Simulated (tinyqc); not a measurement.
Finite-difference solution of the diffusion equation on a small grid: one step, computed by the program tinyqc. Command: `OMP_NUM_THREADS=1 python tinyqc.py 3030386 3030387 out.jsonl fdiff walk`. One thread of a shared host (Intel(R) Xeon(R) Processor @ 2.30GHz), about 0.01 s of CPU time with the checks.

dC/dt = D d2C/dx2 on nodes x_j = j dx, j = 0..8; the far end is sealed.

Task: Amplification factors. The mode of M with eigenvalue mu has its amplitude multiplied per step by g = (1 + (1 - theta) r mu)/(1 - theta r mu), with theta = 0 explicit, 1 implicit, 1/2 Crank-Nicolson; the explicit scheme is stable for r up to 2/|mu_min|.

Boundary at x = 0: surface loss. Scheme: implicit.

operator M:
```
      0     1     2     3     4     5     6     7
0  -2.1   2.0   0.0   0.0   0.0   0.0   0.0   0.0
1   1.0  -2.0   1.0   0.0   0.0   0.0   0.0   0.0
2   0.0   1.0  -2.0   1.0   0.0   0.0   0.0   0.0
3   0.0   0.0   1.0  -2.0   1.0   0.0   0.0   0.0
4   0.0   0.0   0.0   1.0  -2.0   1.0   0.0   0.0
5   0.0   0.0   0.0   0.0   1.0  -2.0   1.0   0.0
6   0.0   0.0   0.0   0.0   0.0   1.0  -2.0   1.0
7   0.0   0.0   0.0   0.0   0.0   0.0   1.0  -2.0
8   0.0   0.0   0.0   0.0   0.0   0.0   0.0   2.0

      8
0   0.0
1   0.0
2   0.0
3   0.0
4   0.0
5   0.0
6   0.0
7   1.0
8  -2.0
```

mesh ratio r = 1.98

Give: eigenvalues mu of M; factors g; largest stable r of the explicit scheme.

Result:

eigenvalues mu of M: [-4.007, -3.860, -3.427, -2.778, -2.012, -1.247, -0.598, -0.164, -0.006]

factors g: [0.1119, 0.1157, 0.1285, 0.1538, 0.2006, 0.2882, 0.4578, 0.7544, 0.9892]

largest stable r of the explicit scheme = 0.4991

The smallest factor is 0.112: no mode changes sign, and all decay but one with mu = 0 where there is such a mode.
